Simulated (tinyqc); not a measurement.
First phase against the interface composition: thermodynamics of metal silicides: hull, first phase, silicon consumed, nucleation and stability against SiO2. Computed by tinyqc, a small Python program. Command: `OMP_NUM_THREADS=1 python tinyqc.py 3022132 3022133 out.jsonl silphase walk`. One thread of a shared host (Intel(R) Xeon(R) Processor @ 2.30GHz), about 0.01 s of CPU time with the checks.

Entropies of formation of the solids are neglected, so heats stand for free energies. Si fractions: M5Si3 0.3750, MSi 0.5000, MSi2 0.6667.

Inputs (values chosen for the exercise, of the order of those of tungsten silicides for heats and volumes only): heat of formation of M5Si3 = -16.8 kJ/mol atoms; heat of formation of MSi = -15.3 kJ/mol atoms; heat of formation of MSi2 = -28 kJ/mol atoms.

Phases: M5Si3, MSi, MSi2.

Method. Effective heat of formation: at the interface the mixture has the Si fraction x_e; the limiting element scales the heat, H_eff = H x_e/x if x_e < x, H (1 - x_e)/(1 - x) otherwise. The rule names the most negative as the first phase; its restriction to congruently melting phases is left out here.

H_eff (kJ/mol atoms):

| x_e | M5Si3 | MSi | MSi2 | first phase |
|---|---|---|---|---|
| 0.10 | -4.4800 | -3.060 | -4.20 | M5Si3 |
| 0.20 | -8.9600 | -6.120 | -8.40 | M5Si3 |
| 0.30 | -13.4400 | -9.180 | -12.60 | M5Si3 |
| 0.36 | -16.1280 | -11.016 | -15.12 | M5Si3 |
| 0.42 | -15.5904 | -12.852 | -17.64 | MSi2 |
| 0.48 | -13.9776 | -14.688 | -20.16 | MSi2 |
| 0.54 | -12.3648 | -14.076 | -22.68 | MSi2 |
| 0.60 | -10.7520 | -12.240 | -25.20 | MSi2 |
| 0.66 | -9.1392 | -10.404 | -27.72 | MSi2 |
| 0.75 | -6.7200 | -7.650 | -21.00 | MSi2 |

What follows from these numbers?

Each phase is a triangle with its apex at its own composition. In order of x_e the first phase is M5Si3, then MSi2. On either side of all three the ranking is that of H/x (Si-poor) or H/(1 - x) (Si-rich).
